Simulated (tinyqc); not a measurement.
## Doping and voltage from widths and field

Problem. In the depletion approximation an abrupt p-n junction has a triangular field: peak E = q Nd xn/(eps0 eps_r) = q Na xp/(eps0 eps_r), W = xn + xp, and Vbi - V = E W/2. Find Nd, Na and Vbi - V.

Values chosen for this exercise: relative permittivity eps_r = 11.8.

Constants: q = 1.602176634e-19 C, eps0 = 8.8541878128e-14 F/cm where lengths are in cm. Results are converted to the units shown.

W = 273.01520 nm
peak field = 66.323141 kV/cm
xn = 2.7031208 nm

Solution. Gauss's law on each side gives its doping from the peak field and its width; the voltage is the area of the triangle.

Nd = 1.60e18 cm^-3
Na = 1.60e16 cm^-3
Vbi - V = 0.905 V

tinyqc, about 0.02 s, one thread, Intel Xeon 2.30GHz (shared host): `OMP_NUM_THREADS=1 python tinyqc.py 2000123 2000124 out.jsonl`
